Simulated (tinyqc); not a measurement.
Inside a calculation. Method: CID on RHF in the sto-3g basis, for H3+, spin multiplicity 1. One step of it, computed by the program tinyqc.

Problem. CID: roots. Diagonalise (each vector has its largest component positive (the first on a tie)); all determinants have Ms = 0, so triplets appear too. The lowest singlet root is the correlation energy.

Occupation strings over the orbitals (2 doubly, a alpha, b beta, 0 empty; spin orbitals ordered 1a 1b 2a 2b ...): 200 020 002

H - E(HF) between determinants (hartree), lower triangle:
```
          200       020       002
200  0.000000
020  0.145704  0.915437
002  0.130215  0.154860  2.224162
```

Give: lowest roots of this matrix, relative to E(HF); lowest vectors; <S^2> of these roots; weight of the ground state by excitation level 0, 1, 2, ....

Solution.

lowest roots of this matrix, relative to E(HF) (hartree): -0.0276  0.9154  2.2518

lowest vectors:
```
      root 1   root 2  root 3
200   0.9883   0.1378  0.0652
020  -0.1450   0.9819  0.1219
002  -0.0472  -0.1299  0.9904
```

<S^2> of these roots: 0.0000  0.0000  0.0000

weight of the ground state by excitation level 0, 1, 2, ...: 0.9768  0.0000  0.0232
